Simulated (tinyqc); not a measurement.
Gain against electron density: polytypes and stacking faults of a tetrahedral semiconductor in an axial Ising model with couplings up to third neighbours. Computed by tinyqc, a small Python program. Command: `OMP_NUM_THREADS=1 python tinyqc.py 3007479 3007480 out.jsonl polytype walk`. One thread of a shared host (Intel(R) Xeon(R) Processor @ 2.30GHz), about 0.01 s of CPU time with the checks.

Each double layer has s = +1 or -1 for the sense of its stacking step; E per pair of atoms = E0 - sum_n J_n <s_i s_(i+n)>, n = 1, 2, 3. Hexagonality h = (1 - <s_i s_(i+1)>)/2.

Inputs (values chosen for the exercise, of the order of those of ZnS for J, a, G and the gaps):
```
quantity                                    value      unit
J1                                           1.87  meV/pair
J2                                        -0.0758  meV/pair
J3                                           0.05  meV/pair
basal lattice constant a                     3.82  angstrom
binding energy of the fault level E_b       0.085        eV
in-plane mass m                               0.5        m0
effective density of states N_c at 300 K  2.2e+19    1/cm^3
temperature T                                1150         K
```

Host polytype: 3C.

Constants: 1 eV/angstrom^2 = 16.02176634 J/m^2; m_0 = 9.1093837015e-31 kg; hbar = 1.054571817e-34 J s; k_B = 1.380649e-23 J/K; k_B = 8.617333262e-05 eV/K.

Method. Faults in 3C: the sequences intrinsic (-), extrinsic (--), twin boundary (+ turns to -) are put between perfect repeats; k_n = (layers x C_n of the host) - sum_i s_i s_(i+n). gamma = sum k_n J_n/A, A = (sqrt 3/2) a^2; 1 meV/angstrom^2 = 16.02177 mJ/m^2. The fault binds electrons in a two-dimensional band E_b below the conduction edge, g2 = m m0/(pi hbar^2) for one valley. With the Fermi level held by the bulk, eta = ln[n/N_c(T)], N_c(T) = N_c (T/300)^1.5, the grand potential falls by g2 (k_B T)^2 F1(x), x = eta + E_b/(k_B T), F1(x) = integral from 0 to infinity of ln(1 + exp(x - t)) dt; sheet density g2 k_B T ln(1 + e^x). Band bending by the trapped charge is left out, so the gain is an upper bound.

fault coefficients k_n:
```
               J1  J2  J3
intrinsic       4   4   4
extrinsic       4   8   8
twin boundary   2   4   6
```

energy of the glide fault, intrinsic = 9.35236 mJ/m^2

At T:
```
n (1/cm^3)        x  sheet density (1/cm^2)  gain (mJ/m^2)  gain/gamma  gain/gamma at T + 200 K
1.00e+14    -13.459              2.9557e+07     4.6929e-06  5.0178e-07               4.7879e-07
1.00e+15    -11.157              2.9556e+08     4.6928e-05  5.0178e-06               4.7879e-06
1.00e+16     -8.854              2.9555e+09     4.6927e-04  5.0176e-05               4.7878e-05
1.00e+17     -6.552              2.9536e+10     4.6912e-03  5.0160e-04               4.7867e-04
1.00e+18     -4.249              2.9348e+11     4.6762e-02  5.0000e-03               4.7761e-03
5.00e+18     -2.639              1.4275e+12     2.3058e-01  2.4655e-02               2.3650e-02
2.00e+19     -1.253              5.1999e+12     8.7891e-01  9.3977e-02               9.1400e-02
```

For x well below 0 the gain is k_B T times the sheet density and linear in n; for x well above 0 the well fills and the gain grows only about as x^2. It stays below the fault energy in all rows; 200 K more changes it by a factor 0.95 at 1e16.
